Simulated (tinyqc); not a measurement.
Schottky barrier with interface states (Cowley-Sze model), image lowering and contact resistance: one step, computed by the program tinyqc. Command: `OMP_NUM_THREADS=1 python tinyqc.py 3029328 3029329 out.jsonl pinning walk`. One thread of a shared host (Intel(R) Xeon(R) Processor @ 2.30GHz), about 0.01 s of CPU time with the checks.

An n-type semiconductor under a metal. The barrier lies between the Schottky-Mott limit phi_M - chi and the Bardeen limit E_g - E_n, E_n being the neutrality level of the interface states; the space-charge term of the full Cowley-Sze expression is left out.

Task: Thermionic current. A* = 4 pi e m_e M_c k_B^2/h^3 (a simple valley count); J_s = A* T^2 exp(-phi/k_B T). J_0 uses phi_B; the reverse current uses phi_B less the image lowering, times 1 - exp(-V_r/k_B T).

Inputs (values chosen for the exercise, for a model semiconductor):
```
quantity           value  unit
electron mass m_e  0.221   m_0
valleys M_c            1     -
temperature T        350     K
reverse bias V_r    0.45     V
```

Pinning factor from: interface states.

barrier phi_B = 1.369233 eV

image lowering = 0.03625521 eV

Constants: e = 1.602176634e-19 C; m_0 = 9.1093837015e-31 kg; k_B = 1.380649e-23 J/K; h = 6.62607015e-34 J s; k_B = 8.617333262e-05 eV/K.

Give: Richardson constant A*; J_0; thermionic reverse current.

Result:

Richardson constant A* = 26.558 A cm^-2 K^-2

J_0 = 6.2553e-14 A/cm^2

thermionic reverse current = 2.0811e-13 A/cm^2

Image lowering raises the reverse current by a factor 3.33.
